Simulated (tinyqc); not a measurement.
# A particle near a wafer in liquid: double-layer and van der Waals forces (DLVO), deposition barrier and removal, step by step

A worked calculation. Computed by tinyqc, a small Python program that keeps every step. Command: `OMP_NUM_THREADS=1 python tinyqc.py 3110332 3110333 out.jsonl dlvo walk`. One thread of a shared host (Intel(R) Xeon(R) Processor @ 2.30GHz), about 0.01 s of CPU time with the checks. Intermediate numbers are printed to about 6 digits and carried at full precision; extremes and crossings named in words are read from the listed rows.

Sphere and flat wall, Derjaguin approximation, constant potentials in the linear-superposition form, no retardation and no hydration force.

Inputs (values chosen for the exercise, of the order of those for silica on copper in water): particle radius R = 220 nm; Hamaker constant A = 3.5e-20 J; potential of the particle psi_1 = -15 mV; potential of the wafer psi_2 = -20 mV; salt concentration c = 0.09 mol/L; valence z of the symmetric salt = 1; temperature T = 293 K; dielectric constant of the liquid = 80.2; gap h = 2.2 nm; contact distance h0 = 0.3 nm; contact radius over R = 0.08; viscosity = 0.97 mPa s.

Constants: e = 1.602176634e-19 C; N_A = 6.02214076e+23 1/mol; eps_0 = 8.8541878128e-12 F/m; k_B = 1.380649e-23 J/K; k_B = 8.617333262e-05 eV/K.

## Screening

kappa^2 = 2 z^2 e^2 N_A (1000 c)/(eps eps_0 k_B T); gamma_i = tanh(z e psi_i/(4 k_B T)); Z = 64 pi eps eps_0 (k_B T/(z e))^2 gamma_1 gamma_2.

kappa = 0.984204 1/nm

Debye length = 1.01605 nm

gamma_1 = -0.147439

gamma_2 = -0.195481

Z = 2.62332 pN

kappa R = 216.525

Like signs: the double layers repel.

## Energy and force at one gap

U(h) = Z R exp(-kappa h) - A R/(6 h); F(h) = -dU/dh = kappa Z R exp(-kappa h) - A R/(6 h^2), positive for repulsion.

double-layer energy = 16.3670 k_B T

van der Waals energy = -144.200 k_B T

U(h) = -127.833 k_B T

F(h) = -199.988 pN

## The curve

The formulas are those given above.

Against the gap:
```
h (nm)  kappa h  U (k_B T)        F (pN)
0.4      0.3937   -696.862  -7.63767e+03
0.6      0.5905   -449.691  -3.25011e+03
1.0      0.9842   -263.921  -1.07105e+03
1.5      1.4763   -178.897  -4.40590e+02
2.5      2.4605   -114.714  -1.56830e+02
4.0      3.9368    -76.527  -6.91262e+01
7.0      6.8894    -45.175  -2.56120e+01
12.0    11.8104    -26.436  -8.90782e+00
20.0    19.6841    -15.862  -3.20833e+00
40.0    39.3682     -7.931  -8.02083e-01
```

Caution: in rows with kappa h below 1 linear superposition is only rough.

## Critical salt concentration

The barrier height is zero when U = 0 and F = 0 together: kappa h = 1 and kappa = 6 Z/(e A), e = 2.718282 here; c follows from kappa^2, with the potentials held fixed.

critical kappa = 0.165440 1/nm

critical concentration = 0.00254304 mol/L

## Adding salt

F = 0 reads x^2 exp(-x) = y with x = kappa h and y = A kappa/(6 Z); the left side peaks at x = 2 with 4/e^2 = 0.5413, so roots exist for smaller y: x < 2 is the barrier, x > 2 the secondary minimum. kappa scales as sqrt(c); potentials are held fixed. A dash marks rows without a maximum.

Against the concentration:
```
c (mol/L)  Debye length (nm)  barrier at (nm)  barrier (k_B T)  minimum at (nm)  minimum (k_B T)
2.54e-07             604.810          37.8379          125.631      6.20706e+03     -4.61295e-02
2.54e-06             191.258          21.8339          112.746      1.68405e+03     -1.66985e-01
2.54e-05              60.481          12.9023           90.671      4.39755e+02     -6.22185e-01
1.27e-04              27.048           9.1916           67.050      1.65597e+02     -1.60283e+00
5.09e-04              13.511           7.1384           39.672      6.80747e+01     -3.73528e+00
1.27e-03               8.553           6.3046           17.948      3.62061e+01     -6.69213e+00
2.29e-03               6.370           6.0523            2.749      2.31343e+01     -9.93732e+00
3.81e-03               4.938           6.2215          -10.517      1.47417e+01     -1.43111e+01
7.63e-03               3.490                -                -                -                -
```

At low salt the barrier tends to Z R = 143 k_B T; it is half of that between 2.5e-5 and 1.3e-4 mol/L and changes sign at 0.0025 mol/L, while the secondary minimum deepens to -9.9 k_B T at 0.9 of that.

## Removing an attached particle

Adhesion F_a = A R/(6 h0^2) [1 + a^2/(R h0)] - kappa Z R exp(-kappa h0), a the contact radius. Drag in a shear flow F_d = 1.7 x 6 pi mu R^2 G, acting at 1.4 R; rolling starts when 1.4 R F_d = a F_a. Wall shear stress = mu G.

van der Waals adhesion = 81182.7 pN

net adhesion F_a = 80759.9 pN

wall shear stress for rolling = 2975.52 Pa

shear rate G = 3.06754e+06 1/s

Checks made by the program: force against a difference of U (relative difference below 1e-10).
